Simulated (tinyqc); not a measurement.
Coherent transport through a tight-binding region between two chains, step by step. Computed by tinyqc, a small Python program that keeps every step. Settings: temperature = 77, mu = 0.06. Command: `OMP_NUM_THREADS=1 python tinyqc.py 29816 29817 out.jsonl` (the two numbers bound the seeds that draw the settings). One thread of a shared host (Intel(R) Xeon(R) Processor @ 2.60GHz), about 0.08 s of CPU time with the checks.

## Transmission at E = -0.97 eV

H of the central region (eV):
```
           1          2
1   0.000000  -0.830000
2  -0.830000   0.000000
```

Leads: semi-infinite chains with site energy 0:

| parameter | value |
|---|---|
| lead hopping t (eV) | 2.570000 |
| coupling to the left lead (eV) | 1.290000 |
| coupling to the right lead (eV) | 0.970000 |
| left contact site | 1 |
| right contact site | 2 |

E = -0.970000 eV

Surface Green function g = (E - i sqrt(4 t^2 - E^2)) / (2 t^2); self-energy tc^2 g on each contact site; G = (E - H - Sigma)^(-1); Gamma = -2 Im Sigma; T = Gamma_L Gamma_R |G_LR|^2; local density of states -Im G_ii / pi.

g = -0.073430-0.382114i 1/eV

G (1/eV):
```
                     1                    2
1  -0.223016-1.065530i   0.160702-0.917531i
2   0.160702-0.917531i  -0.538785-1.060330i
```

local density of states (1/eV): 0.339169  0.337513

transmission = 0.793472

## Transmission across the band

The same steps on a grid of energies.

T(E):

| E (eV) | T |
|---|---|
| -4.88300000 | 0.000182 |
| -4.39470000 | 0.000773 |
| -3.90640000 | 0.001971 |
| -3.41810000 | 0.004522 |
| -2.92980000 | 0.010410 |
| -2.44150000 | 0.025742 |
| -1.95320000 | 0.073216 |
| -1.46490000 | 0.253079 |
| -0.97660000 | 0.786147 |
| -0.48830000 | 0.882090 |
| 0.00000000 | 0.761885 |
| 0.48830000 | 0.882090 |
| 0.97660000 | 0.786147 |
| 1.46490000 | 0.253079 |
| 1.95320000 | 0.073216 |
| 2.44150000 | 0.025742 |
| 2.92980000 | 0.010410 |
| 3.41810000 | 0.004522 |
| 3.90640000 | 0.001971 |
| 4.39470000 | 0.000773 |
| 4.88300000 | 0.000182 |

levels of the isolated region (eV): -0.830000  0.830000

## Current

I = (2e/h) int T(E) [f(E - mu - V/2) - f(E - mu + V/2)] dE at 77 K with mu = 0.06 eV, the bias not changing H; 2e^2/h = 77.48092 microsiemens; the integral runs over the band on 4001 points.

Current:

| V (volt) | I (microampere) |
|---|---|
| 0.010000 | 0.591964 |
| 0.050000 | 2.960255 |
| 0.100000 | 5.923243 |
| 0.200000 | 11.868307 |
| 0.400000 | 23.909950 |
| 0.800000 | 49.152147 |
